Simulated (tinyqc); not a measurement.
## Gap and radiative efficiency from Jsc and Voc

Inverse problem. Photon flux above E from a black body at temperature T into a hemisphere: Phi(E, T) = A sum_k exp(-k E/th)[E^2 th/k + 2 E th^2/k^2 + 2 th^3/k^3], k = 1, 2, ..., with th = kB T/q in eV and A = 2 pi q^3/(h^3 c^2). A cell with a sharp absorption edge has Jsc = q fs X Phi(Eg, Ts) and Voc = Vt ln(1 + Jsc/J0), J0 = q ge Phi(Eg, T)/ERE. Find Eg and ERE.

Values chosen for this exercise: cell temperature T = 350 K; temperature of the black-body sun Ts = 5760 K; share of the hemisphere filled by the sun fs = 2.16e-5; concentration X = 100; number of faces that emit ge = 1.

Constants: q = 1.602176634e-19 C, kB = 1.380649e-23 J/K, h = 6.62607015e-34 J s, c = 299792458 m/s, Vt = kB T/q. Results are converted to the units shown.

Jsc = 2045.49037 mA/cm^2
Voc = 1.69425981 V

Answer. Phi falls steadily with E, so Jsc fixes Eg; Voc gives J0, and its ratio to the radiative dark current is 1/ERE.

Eg = 1.970 eV
ERE = 0.1000

Computed by the program tinyqc: `OMP_NUM_THREADS=1 python tinyqc.py 2820012 2820013 out.jsonl`, one thread of a shared Intel Xeon 2.30GHz, about 0.01 s for the whole run.
